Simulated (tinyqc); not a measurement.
# Thermoelectric coefficients of one resonant level, Landauer integrals: effects of single changes

Transmission X(x) = (g/2)^2/[(x - y)^2 + (g/2)^2] with x = (E - EF)/kB T, two spin channels. I_k = int X x^k w dx over all x, w = 1/(4 cosh^2(x/2)).

Values chosen for this exercise:
- T = 4 K (temperature)
- g = 0.21 (full width of the level over kB T)
- y = -1.9 (level position (E0 - EF)/kB T)
- kp = 0.78 (phonon heat conductance in units of pi^2 kB^2 T/(3 h))

Constants: q = 1.602176634e-19 C, kB = 1.380649e-23 J/K, h = 6.62607015e-34 J s. Results are converted to the units shown.

Each table varies one quantity; the others keep the values above.

## Effect of the level position

G = (2 q^2/h) I_0, S = -(kB/q) I_1/I_0, L/L0 = [I_2/I_0 - (I_1/I_0)^2]/(pi^2/3), K_e = (2 kB^2 T/h)(I_2 - I_1^2/I_0), ZT = G S^2 T/(K_e + K_ph), K_ph = kp pi^2 kB^2 T/(3 h).

Result of one run:
```
y    G (uS)  S (uV/K)   L/L0       ZT  ZT without phonons
5.6  0.1311    -368.5  1.445  0.02397               3.848
```

What becomes of these results when the level position (E0 - EF)/kB T y is changed from 5.6 to 0.5, all else the same?

Result of the changed run:
```
y    G (uS)  S (uV/K)     L/L0       ZT  ZT without phonons
0.5   5.705    -40.69  0.04193  0.01270               1.617
```

The whole series:
```
y     G (uS)  S (uV/K)     L/L0        ZT  ZT without phonons
0.5    5.705    -40.69  0.04193   0.01270               1.617
1.2    4.403    -97.31  0.05410   0.05602               7.164
1.9    2.886    -152.9  0.08183   0.09073               11.70
2.7    1.571    -214.1   0.1479   0.09684               12.69
3.4   0.8706    -264.1   0.2607   0.08165               10.95
4.1   0.4727    -308.4   0.4636   0.06048               8.401
4.8   0.2570    -344.0   0.8086   0.04092               5.991
5.6   0.1311    -368.5    1.445   0.02397               3.848
6.3  0.07556    -370.9    2.222   0.01400               2.534
7    0.04580    -352.8    3.099  0.007687               1.644
```

G falls from 5.70 to 0.0458 uS; |S| goes from 40.7 through a maximum of 371 (at y = 6.3 among the rows listed) to 353 uV/K: far from the level its Lorentzian tail at EF carries the current, and S falls back towards the Mott value. L/L0 rises from 0.0419 to 3.10, and ZT goes from 0.0127 through a maximum of 0.0968 (at y = 2.7 among the rows listed) to 0.00769.

## Effect of the level width

Same model as above.

Effect of the level width:
```
g      G (uS)  S (uV/K)     L/L0        ZT  ZT without phonons
0.042  0.5784     161.5  0.01761   0.02042               60.59
0.1     1.377     158.4  0.04086   0.04672               25.14
0.25    3.433     151.0  0.09580    0.1049               9.743
0.6     8.152     135.8   0.2007    0.1932               3.761
1.4     18.20     109.2   0.3635    0.2410               1.342
3.5     38.26     68.12   0.5800    0.1387              0.3275
8.4     60.44     30.16   0.7811   0.02907             0.04768
20      72.90     8.708   0.9245  0.002318            0.003358
```

What does the comparison show?

ZT without phonons falls from 60.6 to 0.00336, while ZT with phonons goes from 0.0204 through a maximum of 0.241 (at g = 1.4 among the rows listed) to 0.00232; L/L0 rises from 0.0176 to 0.924. A narrow level filters energy well but conducts little, so a fixed phonon conductance sets a best width.

Program tinyqc, `OMP_NUM_THREADS=1 python tinyqc.py 2800019 2800020 out.jsonl`; Intel Xeon 2.30GHz, shared host, one thread, about 0.02 s.
